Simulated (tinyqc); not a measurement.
The 3-omega method: a line heater on a substrate with a thin film. From in-phase Delta T_s back to substrate conductivity kappa. Computed by tinyqc, a small Python program. Command: `OMP_NUM_THREADS=1 python tinyqc.py 3003490 3003491 out.jsonl threeomega inv`. One thread of a shared host (Intel(R) Xeon(R) Processor @ 2.30GHz), about 0.02 s of CPU time with the checks.

A current at angular frequency omega = 2 pi f heats the line at 2 omega with the amplitude P per length; the temperature swing Delta T at 2 omega gives a voltage at 3 omega. The substrate is taken as semi-infinite and isotropic, and the heat capacity of heater and film is left out.

Inputs (values chosen for the exercise, modelled on silicon nitride on gallium arsenide): substrate heat capacity C = 1.78 1e6 J/(m^3 K); heater half-width b = 10 micrometre; power amplitude per length P = 6.5 W/m; current frequency f = 4500 Hz; substrate thickness d_s = 380 micrometre.

Method:
- D = kappa/C; q = sqrt(2 i omega/D); penetration depth 1/|q| = sqrt(D/(2 omega)).
- Delta T_s = (P/(pi kappa)) int_0^infinity (sin x/x)^2 / sqrt(x^2 + (q b)^2) dx with (q b)^2 = i |q b|^2, averaged over the heater width (12 Gauss-Legendre points on each of the pieces 0, 14 log-spaced edges from 1e-5 to 1, and multiples of pi to 40 pi; the tail adds 1/(4 (40 pi)^2)).
- For |q| b much below 1: Delta T_s = (P/(pi kappa)) [-ln(|q| b) + eta - i pi/4], eta = 3/2 - C_E = 0.92278, with Euler's C_E = 0.5772157.

Problem. A run gave the result below. Find the substrate conductivity kappa, known to lie between 31 and 75 W/(m K).

in-phase Delta T_s = 0.08125073 K

Solution.

Each step takes the trial c = (a f_b - b f_a)/(f_b - f_a), f being the result less the target and a, b, c the logarithms of the listed values; c replaces end b, the old b replaces a if the sign of f changed, and otherwise f_a is halved.

Scan of the range:
```
substrate conductivity kappa (W/(m K))  in-phase Delta T_s (K)
31.0                                                  0.101745
35.9                                                  0.091795
41.6                                                  0.082660
48.2                                                  0.074335
55.9                                                  0.066712
64.7                                                  0.059882
75.0                                                  0.053624
```

False position (Illinois rule, in the logarithm of the input) inside the bracket:
```
step    end a    end b    trial  in-phase Delta T_s (K)
1     41.6000  48.2000  42.6502               0.0811958
2     41.6000  42.6502  42.5733               0.0813009
3     42.6502  42.5733  42.6100               0.0812507
4     42.5733  42.6100  42.6100               0.0812507
```

In-phase Delta T_s falls at every point of a 13-point scan of the range (every second point is shown), so one value fits; it is bracketed by 41.6 and 48.2. Answer: substrate conductivity kappa = 42.61 W/(m K).
